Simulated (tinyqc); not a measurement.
# Undoped symmetric double-gate MOSFET, analytic potential model: effect of the gate work function less that of the intrinsic body

An undoped body of thickness ts between two equal insulators and tied gates; long channel, electrons only, n = ni exp((psi - V)/Vt) with V the quasi-Fermi potential (0 at the source, Vd at the drain), constant mobility, no quantisation. Across the body psi(x) = V - 2 Vt ln[(ts/(2 beta)) sqrt(q ni/(2 eps0 eps_r Vt)) cos(2 beta x/ts)], x from the centre. Q is the electron charge per area of the whole body.

ni = sqrt(Nc Nv) exp(-Eg/(2 Vt)), Eg in volts; r = eps_r tox/(eox ts); V0 = dphi + 2 Vt ln[(2/ts) sqrt(2 eps0 eps_r Vt/(q ni))]. beta (between 0 and pi/2) solves (Vg - V0 - V)/(2 Vt) = ln(beta) - ln(cos beta) + 2 r beta tan(beta). Q = 8 eps0 eps_r Vt beta tan(beta)/ts; I = mu (1/L)(4 eps0 eps_r/ts)(2 Vt)^2 [g(beta_s) - g(beta_d)] per width, g = beta tan(beta) - beta^2/2 + r beta^2 tan^2(beta), with beta_s at V = 0 and beta_d at V = Vd.  I(low) is taken at Vg = -0.08 V, Qs and I(high) at Vg = 0.67 V.

Inputs (values chosen for the exercise); material values those of a made-up semiconductor:
- T = 300 K (temperature)
- Eg = 0.926 eV (band gap)
- eps_r = 8.81 (relative permittivity of the semiconductor)
- Nc = 2.69e19 cm^-3 (conduction-band density of states at T)
- Nv = 3.38e19 cm^-3 (valence-band density of states at T)
- eox = 7.84 (relative permittivity of the gate insulator)
- tox = 5.1 nm (insulator thickness)
- ts = 20 nm (body thickness)
- mu = 140 cm^2/(V s) (channel mobility)
- L = 0.5 um (gate length)
- Vd = 1 V (drain voltage)

Constants: q = 1.602176634e-19 C, kB = 1.380649e-23 J/K, Vt = kB T/q, eps0 = 8.8541878128e-14 F/cm where lengths are in cm. Results are converted to the units shown.

Effect of the gate work function less that of the intrinsic body:

| dphi (V) | V0 (V) | I(low) (nA/um) | Qs(high) (nC/cm^2) | I(high) (uA/um) |
|---|---|---|---|---|
| -0.32 | 0.01928 | 12.31 | 1372 | 115.4 |
| -0.27 | 0.06928 | 1.808 | 1249 | 97.04 |
| -0.22 | 0.1193 | 0.2621 | 1127 | 80.41 |
| -0.17 | 0.1693 | 0.03789 | 1007 | 65.47 |
| -0.12 | 0.2193 | 0.005478 | 888.1 | 52.21 |
| -0.07 | 0.2693 | 7.919e-4 | 771.5 | 40.60 |
| -0.02 | 0.3193 | 1.145e-4 | 657.4 | 30.60 |

As dphi goes from -0.32 to -0.02 V, I(low) falls from 12.3 to 1.14e-4 nA/um and I(high) falls from 115 to 30.6 uA/um. V0 rises from 0.0193 to 0.319 V. In every row the surface density at the source at the higher gate voltage passes 0.3 Nc, where Boltzmann statistics fail.

Program tinyqc, `OMP_NUM_THREADS=1 python tinyqc.py 2440085 2440086 out.jsonl`; Intel Xeon 2.30GHz, shared host, one thread, about 0.01 s.
